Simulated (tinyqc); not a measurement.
MOSFET in saturation, small-signal circuit and noise: one step of the calculation.

Bias by the inversion coefficient IC = I/Ispec (charge-based model with velocity saturation; weak inversion below 0.1, strong above 10). Common-source circuit: gm, gds, Cgs, Cgd and Cj at the inner nodes, Rg in series with the gate; quasi-static, no source or drain resistance, no gate-body capacitance, no substrate network, no induced gate noise, so fmax is an upper estimate.

Problem. Noise at the gate. Channel noise Sid = 4 kB T gam n gm with gam = (1/2 + (2/3) qs)/(1 + qs) + gw lc IC, qs = [sqrt(1 + 4 IC) - 1]/2, lc = Ls/L (the last term an empirical rise with velocity saturation); at the gate, white noise Sw = Sid/gm^2 + 4 kB T Rg. Number fluctuation with correlated mobility: S(f) = K/f, K = q^2 Vt lt Nt/(W L Cox^2) (1 + ac mu Cox I/gm)^2, Vt in eV with Nt per eV. Corner fc = K/Sw. Full shot noise would be 2 q I.

Values chosen for this exercise: temperature T = 300 K; gate length L = 28 nm; total gate width W = 80 um; gate capacitance Cox = 1.32 uF/cm^2; mobility mu = 290 cm^2/(V s); slope factor n = 1.3; velocity-saturation length Ls = 15 nm; inversion coefficient IC = 1.5; short-channel excess of the noise factor gw = 0.08; oxide trap density Nt = 1.5e17 cm^-3 eV^-1; tunnelling length into the oxide lt = 0.1 nm; Coulomb scattering coefficient ac = 3000 V s/C.

Constants: q = 1.602176634e-19 C, kB = 1.380649e-23 J/K, Vt = kB T/q. Results are converted to the units shown.

I = 2850.7345 uA
gm = 38.927115 mS
Rg = 8.4523810 ohm

Find: gam; Sid; Sid/(2 q I); sqrt(Sw); K; fc.

Solution.

gam = 0.63952
Sid = 5.3619e-22 A^2/Hz
Sid/(2 q I) = 0.58697
sqrt(Sw) = 0.70277 nV/Hz^0.5
K = 2.9974e-11 V^2
fc = 60.691 MHz

The gate resistance gives 28 % of the white noise power.

tinyqc, about 0.01 s, one thread, Intel Xeon 2.30GHz (shared host): `OMP_NUM_THREADS=1 python tinyqc.py 2150141 2150142 out.jsonl`
